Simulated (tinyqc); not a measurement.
Channel mobility from two channel lengths.

Problem. Two power MOSFETs differ only in channel length: R_on = R_rest + Lc (Wp + a)/(2 mch Cox Vov), Cox = 3.9 eps0/tox. Find mch and R_rest.

Parameters, values chosen for the exercise:

| symbol | value | unit | meaning |
|---|---|---|---|
| tox | 49 | nm | gate oxide thickness (eps_r 3.9) |
| Vov | 7 | V | gate overdrive |
| Wp | 2.6 | um | width of the p body in one cell, channels included |
| a | 1.3 | um | gap between neighbouring p bodies |

Constants: eps0 = 8.8541878128e-14 F/cm where lengths are in cm. Results are converted to the units shown.

R_on at Lc = 0.35 and 1 um (mohm cm^2): [1.1446299, 1.2275139]

Solution. R_on is a straight line in Lc; its slope gives mch and its intercept the rest.

mch = 310 cm^2/(V s)
R_rest = 1.10 mohm cm^2

Computed by the program tinyqc: `OMP_NUM_THREADS=1 python tinyqc.py 2230036 2230037 out.jsonl`, one thread of a shared Intel Xeon 2.30GHz, about 0.01 s for the whole run.
